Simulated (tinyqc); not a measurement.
# Surface potential of a MOS transistor: implicit equation and explicit approximations: what changes with what

p-type body, charge-sheet picture, depletion and inversion only, full ionisation (an idealisation for deep acceptors), Boltzmann statistics (rough once Na exp(x - xn) passes about Nc/7). In units of Vt: xg = (Vg - Vfb)/Vt, x = psi/Vt, G = gamma/sqrt(Vt), xn = (2 phiF + Vc)/Vt. The implicit equation is (xg - x)^2 = G^2 [x - 1 + exp(x - xn)] for x above about 3. Cox = eps0 eox/tox.

Parameters, values chosen for the exercise; band and dielectric values close to those of 4H silicon carbide: temperature T = 300 K; band gap Eg = 3.2 eV; relative permittivity eps_r = 9.53; conduction-band density of states at T Nc = 1.7e19 cm^-3; valence-band density of states at T Nv = 2.45e19 cm^-3; relative permittivity of the gate insulator (close to silicon nitride) eox = 7.29; insulator thickness tox = 11 nm; acceptor density Na = 1.4e16 cm^-3; flat-band voltage Vfb = -0.67 V; channel-body voltage Vc = 1 V; gate-body voltage Vg = 3.07 V.

Constants: q = 1.602176634e-19 C, kB = 1.380649e-23 J/K, Vt = kB T/q, eps0 = 8.8541878128e-14 F/cm where lengths are in cm. Results are converted to the units shown.

Each table varies one quantity; the others keep the values above.

## Accuracy of the approximations against gate voltage

ni = sqrt(Nc Nv) exp(-Eg/(2 Vt)), Eg in volts; phiF = Vt ln(Na/ni); gamma = sqrt(2 q eps0 eps_r Na)/Cox; VT = Vfb + Vt (xn + G sqrt(xn - 1)). Depletion value a = 1 + [sqrt(G^2/4 + xg - 1) - G/2]^2; inversion value b = xn + ln[(xg - xn)^2/G^2 - xn + 1] and first guess y = min(a, b) - ln(1 + exp(-|a - b|)) if a > xn + 1, else b = y = a; one second-order correction with D = exp(y - xn), p = 2 (xg - y) + G^2 (1 + D), w = (xg - y)^2 - G^2 (y - 1 + D): z = y + 2 w/(p + sqrt(p^2 - 2 (2 - G^2 D) w)), or the Newton step z = y + w/p where the root is not real. N_inv = (Cox Vt G/q) [sqrt(x - 1 + exp(x - xn)) - sqrt(x - 1)] at the root. Lambert form (Cox m Vt/q) W0[(G/(2 m sqrt(xn - 1))) exp((Vg - VT)/(m Vt))], m = 1 + G/(2 sqrt(xn - 1)). Errors under 1e-4 mV, and the linear form below VT, are printed as 0.

Accuracy of the approximations against gate voltage:

| Vg (V) | psi (V) | x - xn | error of y (mV) | error of z (mV) | N_inv (cm^-2) | Cox (Vg - VT)/q (cm^-2) | Lambert form (cm^-2) |
|---|---|---|---|---|---|---|---|
| 2.96 | 3.436 | -14.97 | 0 | 0 | 847.8 | 0 | 795.0 |
| 3.16 | 3.631 | -7.444 | 4.06e-4 | 0 | 1.530e6 | 0 | 1.487e6 |
| 3.36 | 3.825 | 0.05966 | 0.717 | 0 | 2.698e9 | 8.499e9 | 2.704e9 |
| 3.56 | 3.949 | 4.844 | 26.9 | 8.81 | 2.701e11 | 7.410e11 | 2.830e11 |
| 3.76 | 3.986 | 6.292 | 19.5 | 5.39 | 8.619e11 | 1.473e12 | 9.027e11 |
| 3.96 | 4.007 | 7.100 | 14.7 | -1.53 | 1.516e12 | 2.206e12 | 1.581e12 |
| 4.16 | 4.022 | 7.671 | 12.1 | -0.693 | 2.193e12 | 2.938e12 | 2.278e12 |
| 4.36 | 4.033 | 8.114 | 10.3 | -0.391 | 2.882e12 | 3.671e12 | 2.984e12 |
| 4.56 | 4.043 | 8.478 | 9.03 | -0.249 | 3.579e12 | 4.403e12 | 3.696e12 |

Read the table: what changes, and by how much?

psi rises from 3.44 to 4.04 V and ends 8.5 Vt above 2 phiF + Vc. Among the rows the first guess is off by at most 27 mV (at Vg = 3.56 V) and the corrected value by at most 8.8 mV. In the last row the linear form is 23 % above N_inv and the Lambert form 3.2 % above it; in the first row the Lambert form is 6.2 % below it. For Vg = 3.76, 3.96, 4.16, 4.36, 4.56 the electron quasi-Fermi level lies less than 2 Vt below the band edge at the surface, or above it, where degeneracy and confinement, left out, matter.

## Effect of the channel-body voltage at fixed gate voltage

Same model as above.

Effect of the channel-body voltage at fixed gate voltage:

| Vc (V) | psi (V) | x - xn | error of y (mV) | error of z (mV) | N_inv (cm^-2) | Cox (Vg - VT)/q (cm^-2) | Lambert form (cm^-2) |
|---|---|---|---|---|---|---|---|
| 0 | 3.0161 | 7.4549 | 12.9 | -0.899 | 1.9873e12 | 2.7149e12 | 2.0753e12 |
| 0.2 | 3.1994 | 6.8086 | 16.1 | -2.32 | 1.2959e12 | 1.9598e12 | 1.3588e12 |
| 0.4 | 3.3742 | 5.8331 | 22.4 | 6.84 | 6.3722e11 | 1.2055e12 | 6.7073e11 |
| 0.6 | 3.5178 | 3.6539 | 15.6 | -0.848 | 9.6152e10 | 4.5188e11 | 9.9956e10 |
| 0.8 | 3.5433 | -3.0959 | 0.0318 | 0 | 1.1971e8 | 0 | 1.1833e8 |
| 1 | 3.5434 | -10.831 | 0 | 0 | 52343 | 0 | 50103 |
| 1.2 | 3.5434 | -18.567 | 0 | 0 | 22.856 | 0 | 21.117 |

Read the table: what changes, and by how much?

As Vc goes from 0 to 1.2, psi rises from 3.02 to 3.54 V, x - xn falls from 7.45 to -18.6 and N_inv falls from 1.99e12 to 22.9 cm^-2. The Lambert form lies between 0.924 and 1.05 times N_inv. psi follows Vc only while the surface is inverted; once x falls below xn it settles at the depletion value. For Vc = 0, 0.2, 0.4 the electron quasi-Fermi level lies less than 2 Vt below the band edge at the surface, or above it, where degeneracy and confinement, left out, matter.

Numbers from tinyqc (`OMP_NUM_THREADS=1 python tinyqc.py 2122041 2122042 out.jsonl`; about 0.01 s on one thread of a shared Intel Xeon 2.30GHz).
